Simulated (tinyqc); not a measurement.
# Stress and current directions compared

A cubic crystal with three pairs of conduction valleys along x, y and z; non-degenerate electrons, one relaxation time, masses unchanged. Stress s_ij = X a_i a_j with a the unit vector along the stress; strain e_ii = s11 s_ii + s12 (s_jj + s_kk), e_ij = s44 s_ij/2. Valley shift dE = Xu (n.e.n - trace(e)/3) with n the valley axis; share f proportional to exp(-dE/Vt). Inverse mass along the current d: (n.d)^2/ml + (1 - (n.d)^2)/mt; mu/mu0 = sum f (1/m) over the plain mean of 1/m. Rows: direction of the stress, of size |X|; columns: direction of the current and sign.

Values chosen for this exercise; values close to those of silicon: temperature T = 293 K; compliance s11 = 7.82 1/TPa; compliance s12 = -2.13 1/TPa; compliance s44 = 12.4 1/TPa; shear deformation potential Xu = 8.84 eV; longitudinal mass ml = 0.934 m0; transverse mass mt = 0.186 m0; uniaxial stress (tension positive) X = -720 MPa.

Constants: q = 1.602176634e-19 C, kB = 1.380649e-23 J/K, Vt = kB T/q. Results are converted to the units shown.

mu/mu0:

|  | I [100], tension | I [100], compression | I [110], tension | I [110], compression |
|---|---|---|---|---|
| [100] | 1.3214 | 0.42464 | 1.0804 | 0.85616 |
| [110] | 1.1657 | 0.88612 | 1.1657 | 0.88612 |
| [001] | 0.83928 | 1.2877 | 0.83928 | 1.2877 |
| [111] | 1.0000 | 1.0000 | 1.0000 | 1.0000 |

What does the table show?

The largest gain, 1.32, is for stress along [100], tension, current along [100]; the largest loss, 0.425, for [100], compression, current along [100]. Entries equal to one are cases in which the valleys are not split or have equal mass along the current.

tinyqc, about 0.01 s, one thread, Intel Xeon 2.30GHz (shared host): `OMP_NUM_THREADS=1 python tinyqc.py 2530055 2530056 out.jsonl`
